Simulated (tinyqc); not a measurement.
## Capacitances against the distance to each plane

Endless row of lines of width wl, height tl and space sl between grounded planes at distance hd; e2 fills the gaps beside the lines, e1 the rest. Laplace's equation is solved on meshes of 3, 6 and 12 steps per unit u and extrapolated (Aitken), which is good to about 0.2 %. C_even (all lines at 1 V) is the capacitance Cg to the planes; C_odd (neighbours in antiphase) = Cg + 4 Cc if only nearest neighbours couple, which defines Cc; total with quiet neighbours Cg + 2 Cc. Plate values 2 eps0 e1 wl/hd and eps0 e2 tl/sl.

Parameters, values chosen for the exercise: relative permittivity above and below the lines e1 = 4.2; relative permittivity between the lines e2 = 2.4; line width, in units u wl = 6 u; line height tl = 6 u; space between lines sl = 8 u.

Constants: eps0 = 8.8541878128e-12 F/m. Results are converted to the units shown.

The same in every row: plate Cc (aF/um) = 15.9.

Results:
```
hd (u)	Cg (aF/um)	Cc (aF/um)	Cg + 2 Cc (aF/um)	C_odd (aF/um)	plate Cg (aF/um)	share of coupling, 2 Cc/(Cg + 2 Cc) (%)
2	350	6.12	362	375	223	3.38
4	203	12.9	229	255	112	11.3
5	170	16.2	202	234	89.3	16.0
6	146	19.2	184	223	74.4	20.9
8	114	24.3	163	211	55.8	30.0
10	93.4	28.3	150	207	44.6	37.8
```

Estimate the missing row, hd = 3 u.

Computed row:
```
hd (u)	Cg (aF/um)	Cc (aF/um)	Cg + 2 Cc (aF/um)	C_odd (aF/um)	plate Cg (aF/um)	share of coupling, 2 Cc/(Cg + 2 Cc) (%)
3	255	9.45	274	293	149	6.89
```

With this row back in the table: As hd goes from 2 to 10, Cg falls from 350 to 93.4 aF/um, Cc rises from 6.12 to 28.3 aF/um and the share of coupling rises from 3.38 to 37.8 %. Cg is 1.57 times its plate value in the first row and 2.09 times in the last; for Cc the ratios are 0.384 and 1.78. Neighbours in antiphase raise the load by a factor of 1.03 and 1.38 over quiet ones.

Program tinyqc, `OMP_NUM_THREADS=1 python tinyqc.py 2790121 2790122 out.jsonl`; Intel Xeon 2.30GHz, shared host, one thread, about 1 s.
